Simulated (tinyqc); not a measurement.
## In-plane mass from two subband densities

Inverse problem. At zero temperature each occupied subband holds N_k = D (EF - E_k), D = md m0 q/(pi hbar^2) per eV. Two subbands are occupied. Find md, EF - E1 and EF - E2.

Constants: q = 1.602176634e-19 C, hbar = 1.054571817e-34 J s, m0 = 9.1093837015e-31 kg. Results are converted to the units shown.

N1, N2 (cm^-2): 3.4989483e11  1.1e11
E2 - E1 = 19.6 meV

Answer. N1 - N2 = D (E2 - E1) gives D and so md; each N_k/D is a distance to EF.

md = 0.02930 m0
EF - E1 = 28.59 meV
EF - E2 = 8.987 meV

Program tinyqc, `OMP_NUM_THREADS=1 python tinyqc.py 2140121 2140122 out.jsonl`; Intel Xeon 2.30GHz, shared host, one thread, about 0.2 s.
